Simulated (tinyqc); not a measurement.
# Floating body of a partially depleted SOI transistor: body voltage and kink: what changes with what

Source at 0 V. Channel current Ic = 2 nf K Vt^2 [F(0) - F(Vd)](1 + la Vd), F(V) = ln^2(1 + exp((Vg - VT - nf V)/(2 nf Vt))), VT = VT0 - gb Vb. Saturation voltage Vs = 2 Vt sqrt(F(0)) + 3 Vt, excess Ve = (Vd - Vs + sqrt((Vd - Vs)^2 + 0.0004 V^2))/2, multiplication M1 = Ai Ve exp(-Bl/Ve). Each junction passes D(v) = J1 (exp(v/Vt) - 1) + J2 (exp(v/(2 Vt)) - 1). Bipolar current Ib = bb J1 (exp(Vb/Vt) - 1). The body settles where M1 (Ic + Ib) = D(Vb) + D(Vb - Vd) + Vb/Rb; drain current Id = (1 + M1)(Ic + Ib) - D(Vb - Vd).

Values chosen for this exercise; values of the order met in partially depleted silicon-on-insulator transistors:
- T = 300 K (temperature)
- VT0 = 0.45 V (threshold at zero body voltage)
- gb = 0.28 (fall of the threshold per volt of body voltage)
- nf = 1.36 (slope factor)
- K = 560 uA/(V^2 um) (gain factor per width)
- la = 0.07 1/V (channel-length modulation factor)
- Ai = 2.34 1/V (impact-ionisation prefactor)
- Bl = 9 V (impact-ionisation voltage)
- J1 = 4.6e-12 uA/um (diffusion saturation current of each junction)
- J2 = 1.5e-9 uA/um (recombination saturation current of each junction)
- bb = 3 (gain of the lateral bipolar transistor on the diffusion current)
- Rb = 5000 kohm um (resistance of a weak body tie to the source (1e9 stands for no tie, and the term is then dropped))
- Vg = 0.98 V (gate voltage)
- Vd = 1.4 V (drain voltage)

Constants: q = 1.602176634e-19 C, kB = 1.380649e-23 J/K, Vt = kB T/q. Results are converted to the units shown.

Each table varies one quantity; the others keep the values above.

## Output curve and kink

Rows with more than one solution for Vb (latch) are left out; dId/dVd by a forward difference over 1e-4 V, swing = 1e-4 V over the change of log10 Id; M1 under 1e-12 is printed as 0.

Output curve and kink:
```
Vd (V)	Vb (V)	M1	Id, floating (uA/um)	Id, grounded (uA/um)	ratio	dId/dVd, floating (uS/um)	dId/dVd, grounded (uS/um)
1	1.786e-5	5.769e-8	61.89	61.89	1.000	4.088	4.049
1.16	0.001154	3.685e-6	62.61	62.54	1.001	5.599	4.054
1.32	0.01601	4.983e-5	64.26	63.19	1.017	18.53	4.094
1.48	0.09498	2.699e-4	70.42	63.85	1.103	66.83	4.254
1.64	0.3326	7.464e-4	89.19	64.56	1.381	181.3	4.662
1.8	0.6046	0.001647	113.7	65.37	1.740	53.68	5.443
```

Vb rises from 1.79e-5 to 0.605 V and the ratio of the currents rises from 1.00 to 1.74. The output conductance with a floating body exceeds the grounded value by the largest factor among the rows, 38.9, at Vd = 1.64 V, where Vb = 0.333 V and M1 = 7.46e-4.

## Transfer curve and swing

Same model as above.

Result of one run:
```
Vg (V)	Vb (V)	M1	Id, floating (uA/um)	Id, grounded (uA/um)	ratio	swing, floating (mV/decade)	swing, grounded (mV/decade)
0.6	0.05002	0.001522	6.583	5.643	1.167	197.7	203.5
```

What becomes of these results when the gate voltage Vg is changed from 0.6 to 0.5 V, all else the same?

Result of the changed run:
```
Vg (V)	Vb (V)	M1	Id, floating (uA/um)	Id, grounded (uA/um)	ratio	swing, floating (mV/decade)	swing, grounded (mV/decade)
0.5	0.01778	0.002370	1.504	1.382	1.088	127.5	134.2
```

The whole series:
```
Vg (V)	Vb (V)	M1	Id, floating (uA/um)	Id, grounded (uA/um)	ratio	swing, floating (mV/decade)	swing, grounded (mV/decade)
0	6.036e-8	0.003427	3.096e-6	3.096e-6	1.000	81.06	81.06
0.1	9.096e-7	0.003422	5.291e-5	5.291e-5	1.000	81.24	81.24
0.2	1.509e-5	0.003400	8.902e-4	8.901e-4	1.000	82.09	82.10
0.3	2.325e-4	0.003313	0.01408	0.01406	1.002	85.44	85.58
0.4	0.002749	0.003026	0.1822	0.1790	1.018	96.74	98.23
0.5	0.01778	0.002370	1.504	1.382	1.088	127.5	134.2
0.6	0.05002	0.001522	6.583	5.643	1.167	197.7	203.5
0.7	0.07238	8.671e-4	16.71	14.37	1.163	310.6	298.7
0.8	0.07228	4.656e-4	31.06	27.78	1.118	440.5	406.6
```

Vb rises from 6.04e-8 to 0.0723 V. The smallest swing among the rows is 81.1 mV a decade with a floating body (at Vg = 0 V) and 81.1 with a grounded one; Vt ln 10 = 59.5. The floating swing is smaller by more than 3 % for Vg = 0.5 V, where the rising Vb lowers the threshold as Vg rises. In the first row the floating body raises the current by a factor of 1.00.

Range of the model: The multiplication law is an empirical form chosen for the exercise; self-heating and capacitive coupling to the body are left out, and the linear laws are rough once Vb passes about 0.7 V or M1 about 0.1.

Computed by the program tinyqc: `OMP_NUM_THREADS=1 python tinyqc.py 2182041 2182042 out.jsonl`, one thread of a shared Intel Xeon 2.30GHz, about 0.2 s for the whole run.
